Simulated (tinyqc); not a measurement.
Comparisons within one model: deformation-potential model of the Delta valleys of a conduction band. A value that a table varies takes the place of the one given here.

Valleys with axes along x, y and z, each a pair at +k and -k. Herring-Vogt shift of a valley with unit axis a: dE = Xd tr(e) + Xu a.e.a. Non-degenerate shares n_i = exp(-dE_i/kT)/sum_j exp(-dE_j/kT). Inverse mass tensor of a valley: (1 - a a)/mt + a a/ml; the masses are taken as independent of strain.

s11 = (C11 + C12)/((C11 - C12)(C11 + 2 C12)), s12 = -C12/((C11 - C12)(C11 + 2 C12)), s44 = 1/C44; exx = s11 sxx + s12 (syy + szz) and cyclic, exy = s44 sxy/2; tension is positive. A uniaxial stress X along the unit vector n is s_ij = X n_i n_j.

Constants: kB = 8.617333262e-05 eV/K.

Inputs chosen for the exercise (near those of Si; shifted at random, so the results belong to these values and not to a real crystal):
- ml = 0.932 m0 (longitudinal mass)
- mt = 0.195 m0 (transverse mass)
- Xd = 1.12 eV (dilation potential)
- Xu = 9.73 eV (uniaxial potential)
- C11 = 165.3 GPa
- C12 = 64.4 GPa
- C44 = 79.4 GPa
- load = uniaxial [001] (kind of stress)
- T = 300 K (temperature)
- X1 = 0.5 GPa (size of the stress)
- X = 0.29 GPa (stress)

## Sweep of a uniaxial [001] stress

m_c = 1/(u.M.u) along [110] with M = sum_i n_i (inverse mass tensor); gain against zero stress at a fixed scattering time.

Results:
```
X (GPa)  spread (meV)  lowest edge (meV)    n x    n y    n z  m_c (m0)  gain (%)
-3.00           289.3             -237.4  0.000  0.000  1.000    0.1950      35.8
-1.50           144.6             -118.7  0.004  0.004  0.993    0.1956      35.4
-0.60            57.9              -47.5  0.088  0.088  0.824    0.2096      26.4
0.00              0.0                0.0  0.333  0.333  0.333    0.2648       0.0
0.60             57.9              -10.4  0.475  0.475  0.051    0.3122     -15.2
1.50            144.6              -26.0  0.499  0.499  0.002    0.3221     -17.8
3.00            289.3              -51.9  0.500  0.500  0.000    0.3225     -17.9
```

Along [110] the gain is +35.8 % at -3.00 GPa and -17.9 % at 3.00 GPa. The slope at zero stress (from +/- 0.001 GPa), -44.5 % per GPa, carried to the ends would give +134 and -134 %; the response falls behind at both ends, as it saturates once the spread passes a few kT (kT = 25.9 meV, spread up to 289 meV).

## Gain for each load and current direction

Each load has the size X1. Gain m_c(0)/m_c - 1 in per cent from repopulation alone, m_c = 1/(u.M.u), M = sum_i n_i (inverse mass tensor); biaxial means sxx = syy.

Gain (%); + is tension, - compression:
```
load                [100]  [010]  [001]  [110]  [1-10]  [111]
uniaxial [110] (+)   12.1   12.1  -24.3   12.1    12.1    0.0
uniaxial [110] (-)   -9.1   -9.1   18.1   -9.1    -9.1    0.0
uniaxial [100] (+)   28.1  -14.0  -14.0    7.0     7.0    0.0
uniaxial [100] (-)  -46.2   23.1   23.1  -11.5   -11.5    0.0
uniaxial [111] (+)    0.0    0.0    0.0    0.0     0.0    0.0
uniaxial [111] (-)    0.0    0.0    0.0    0.0     0.0    0.0
biaxial (001) (+)    23.1   23.1  -46.2   23.1    23.1    0.0
biaxial (001) (-)   -14.0  -14.0   28.1  -14.0   -14.0    0.0
```

The largest gain is +28.1 %, for uniaxial [100] (+) with the current along [100] and biaxial (001) (-) with the current along [001]; for a [110] channel it is +23.1 %, under biaxial (001) (+). No gain or loss appears under uniaxial [111]: the valleys stay equivalent (in real silicon shear also changes the masses, which this model leaves out).

## Temperature and repopulation

The load is fixed; m_c along [110] as 1/(u.M.u).

Results:
```
T (K)  kT (meV)    n x    n y    n z  m_c (m0)
50         4.31  0.500  0.500  0.001    0.3224
77         6.64  0.496  0.496  0.007    0.3210
150       12.93  0.473  0.473  0.054    0.3115
225       19.39  0.447  0.447  0.106    0.3017
300       25.85  0.428  0.428  0.145    0.2946
400       34.47  0.409  0.409  0.182    0.2883
500       43.09  0.396  0.396  0.207    0.2840
```

The largest share falls from 0.500 at 50 K to 0.396 at 500 K (equal shares: 0.333); m_c goes from 0.3224 to 0.2840, against 0.2648 without stress. Only spread/kT enters, so the small-stress response goes as 1/T.

## What each parameter does

Spread of the valley edges, lowest edge, largest share and m_c along [110]. Each row changes one parameter from the base and keeps the others.

Results:
```
case              spread (meV)  lowest edge (meV)  largest share  m_c (m0)
base                     27.97              -5.02         0.4275    0.2946
ml = 1.118 m0            27.97              -5.02         0.4275    0.3014
mt = 0.234 m0            27.97              -5.02         0.4275    0.3442
Xd = 1.344 eV            27.97              -4.80         0.4275    0.2946
Xu = 7.784 eV            22.37              -3.79         0.4131    0.2896
C11 = 198.36 GPa         21.06              -3.15         0.4094    0.2883
C12 = 77.28 GPa          32.06              -6.73         0.4368    0.2979
C44 = 95.28 GPa          27.97              -5.02         0.4275    0.2946
X = 0.232 GPa            22.37              -4.02         0.4131    0.2896
T = 240 K                27.97              -5.02         0.4427    0.3000
```

The largest shifts from the base row, up to three for each result and ties (the steps differ in size, so this ranks the rows, not the parameters). spread (meV): C11 -6.90, Xu -5.59, X -5.59; unchanged at the printed digits by ml, mt, Xd, C44 and T. lowest edge (meV): C11 +1.87, C12 -1.71, Xu +1.22; unchanged at the printed digits by ml, mt, C44 and T. largest share: C11 -0.0182, T +0.0152, Xu -0.0145, X -0.0145; unchanged at the printed digits by ml, mt, Xd and C44. m_c (m0): mt +0.0496, ml +0.0068, C11 -0.0063; unchanged at the printed digits by Xd and C44. Xd moves all valleys together, so it shifts the edge and nothing else.

Run: tinyqc, `OMP_NUM_THREADS=1 python tinyqc.py 1050468 1050469 out.jsonl`; Intel(R) Xeon(R) Processor @ 2.30GHz, one thread, shared host; about 0.02 s of CPU time with all checks.
